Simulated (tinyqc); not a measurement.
# Trench capacitor in an array: capacitance, non-linearity, leakage and relaxation: several studies

A film between two metal electrodes, each interface adding a series capacitance ci. The small-signal permittivity is ek (1 + aq E^2); the field is found with the linear permittivity. Leakage J = J0 sinh(E/Ef). After a voltage step the film passes a relaxation current kr C V tt^(-nr), tt being the time in seconds. The sidewall is a coaxial capacitor with radii a = dm/2 - t and b = dm/2, depth AR dm; the end face is left out.

Inputs (values chosen for the exercise); permittivity of the order of that of tantalum oxide:
- ek = 26.1 (relative permittivity of the film)
- t = 9.7 nm (film thickness)
- ci = 1000 uF/cm^2 (capacitance of each electrode interface (dead layer and screening))
- aq = 0.0083 cm^2/MV^2 (quadratic field coefficient of the permittivity)
- V = 2.4 V (bias)
- nr = 0.98 (exponent of the relaxation current)
- kr = 0.0051 (strength of the relaxation)
- J0 = 2.2e-11 A/cm^2 (leakage prefactor)
- Ef = 0.24 MV/cm (field for an e-fold rise of the leakage)
- dm = 86 nm (diameter of the hole)
- pt = 140 nm (pitch of the square array)
- rho = 1000 uohm cm (resistivity of the inner electrode)
- t0 = 2e-8 s (duration of the write pulse)

Constants: eps0 = 8.8541878128e-14 F/cm where lengths are in cm. Results are converted to the units shown.

Each table varies one quantity; the others keep the values above.

## Capacitance, non-linearity and leakage against thickness

Planar film: Cf = eps0 ek/t, 1/C = 1/Cf + 2/ci, EOT = 3.9 eps0/C, effective permittivity C t/eps0, E = (V/t) C/Cf; quadratic coefficient [C(V)/C - 1]/V^2 with Cf (1 + aq E^2) in C(V).

Result of one run:

| t (nm) | C (uF/cm^2) | EOT (nm) | effective permittivity | E (MV/cm) | quadratic coefficient (ppm/V^2) | J (A/cm^2) |
|---|---|---|---|---|---|---|
| 32 | 0.7211 | 4.789 | 26.06 | 0.7489 | 807.0 | 2.487e-10 |

What becomes of these results when the film thickness t is changed from 32 to 60 nm, all else the same?

Result of the changed run:

| t (nm) | C (uF/cm^2) | EOT (nm) | effective permittivity | E (MV/cm) | quadratic coefficient (ppm/V^2) | J (A/cm^2) |
|---|---|---|---|---|---|---|
| 60 | 0.3849 | 8.972 | 26.08 | 0.3997 | 230.0 | 5.608e-11 |

The whole series:

| t (nm) | C (uF/cm^2) | EOT (nm) | effective permittivity | E (MV/cm) | quadratic coefficient (ppm/V^2) | J (A/cm^2) |
|---|---|---|---|---|---|---|
| 5.1 | 4.491 | 0.7690 | 25.87 | 4.664 | 3.101e4 | 0.003023 |
| 7 | 3.280 | 1.053 | 25.93 | 3.406 | 1.660e4 | 1.603e-5 |
| 9.5 | 2.421 | 1.426 | 25.97 | 2.514 | 9061 | 3.897e-7 |
| 13 | 1.771 | 1.949 | 26.01 | 1.840 | 4859 | 2.346e-8 |
| 18 | 1.281 | 2.697 | 26.03 | 1.330 | 2542 | 2.805e-9 |
| 24 | 0.9610 | 3.593 | 26.05 | 0.9981 | 1433 | 7.037e-10 |
| 32 | 0.7211 | 4.789 | 26.06 | 0.7489 | 807.0 | 2.487e-10 |
| 44 | 0.5247 | 6.582 | 26.07 | 0.5449 | 427.4 | 1.054e-10 |
| 60 | 0.3849 | 8.972 | 26.08 | 0.3997 | 230.0 | 5.608e-11 |

C falls from 4.49 to 0.385 uF/cm^2 while the effective permittivity goes from 25.9 to 26.1 (ek = 26.1). EOT is a straight line in t with slope 3.9/ek = 0.149 and intercept 0.00691 nm. The quadratic coefficient goes as t^(-1.97) between the first two rows and t^(-2.00) between the last two (-2 without interfaces), and J falls by 7.73 decades.

## Cell against the aspect ratio

Per length 1/c = ln(b/a)/(2 pi eps0 ek) + (1/a + 1/b)/(2 pi ci); cell capacitance c AR dm; per footprint over pt^2; fields c V/(2 pi eps0 ek r) at r = a and b; resistance of the inner electrode rho AR dm/(pi a^2); time constant R C/3 of the distributed line.

The same in every row: field at a (MV/cm) = 2.8057; field at b (MV/cm) = 2.1728.

Cell against the aspect ratio:

| AR | cell capacitance (fF) | per footprint (uF/cm^2) | R (kohm) | R C/3 (ps) |
|---|---|---|---|---|
| 5 | 2.4306 | 12.401 | 1.2343 | 1.0001 |
| 10 | 4.8612 | 24.802 | 2.4687 | 4.0002 |
| 20 | 9.7225 | 49.605 | 4.9373 | 16.001 |
| 30 | 14.584 | 74.407 | 7.4060 | 36.002 |
| 50 | 24.306 | 124.01 | 12.343 | 100.01 |
| 70 | 34.029 | 173.62 | 17.281 | 196.01 |
| 100 | 48.612 | 248.02 | 24.687 | 400.02 |

As AR goes from 5 to 100, the cell capacitance rises from 2.43 to 48.6 fF, the capacitance per footprint rises from 12.4 to 248 uF/cm^2, the ratio of the two fields stays at 1.29 and R C/3 rises from 1.00 to 400 ps; the time constant goes as AR^(2.00) between the first two rows and AR^(2.00) between the last two.

## Charge lost after writing

Planar film: Cf = eps0 ek/t, 1/C = 1/Cf + 2/ci, EOT = 3.9 eps0/C, effective permittivity C t/eps0, E = (V/t) C/Cf. A capacitor written for t0 and then left open loses, as a share of C V, kr (tt^(1 - nr) - t0^(1 - nr))/(1 - nr) by relaxation and J tt/(C V) by leakage; both are taken as small, and rows far outside that range are left out.

The same in every row: leakage current (nA/cm^2) = 314.36.

Result of one run:

| tt (s) | relaxation current (nA/cm^2) | loss by relaxation (%) | loss by leakage (%) | total loss (%) |
|---|---|---|---|---|
| 0.0001 | 2.4140e5 | 3.3220 | 5.5241e-4 | 3.3226 |

What becomes of these results when the time since the start of the write pulse tt is changed from 0.0001 to 1e-5 s, all else the same?

Result of the changed run:

| tt (s) | relaxation current (nA/cm^2) | loss by relaxation (%) | loss by leakage (%) | total loss (%) |
|---|---|---|---|---|
| 1e-5 | 2.3053e6 | 2.3674 | 5.5241e-5 | 2.3675 |

The whole series:

| tt (s) | relaxation current (nA/cm^2) | loss by relaxation (%) | loss by leakage (%) | total loss (%) |
|---|---|---|---|---|
| 1e-6 | 2.2016e7 | 1.4558 | 5.5241e-6 | 1.4558 |
| 1e-5 | 2.3053e6 | 2.3674 | 5.5241e-5 | 2.3675 |
| 0.0001 | 2.4140e5 | 3.3220 | 5.5241e-4 | 3.3226 |
| 0.001 | 25278 | 4.3216 | 0.0055241 | 4.3271 |
| 0.01 | 2646.9 | 5.3683 | 0.055241 | 5.4236 |
| 0.1 | 277.16 | 6.4644 | 0.55241 | 7.0168 |

The two currents are equal at tt = 0.0879 s. The loss by relaxation grows from 1.46 to 6.46 %, by 0.912 points over the first decade and 1.10 over the last, while the loss by leakage grows tenfold a decade. Relaxation is the larger loss in every row.

tinyqc, about 0.01 s, one thread, Intel Xeon 2.30GHz (shared host): `OMP_NUM_THREADS=1 python tinyqc.py 2102140 2102141 out.jsonl`
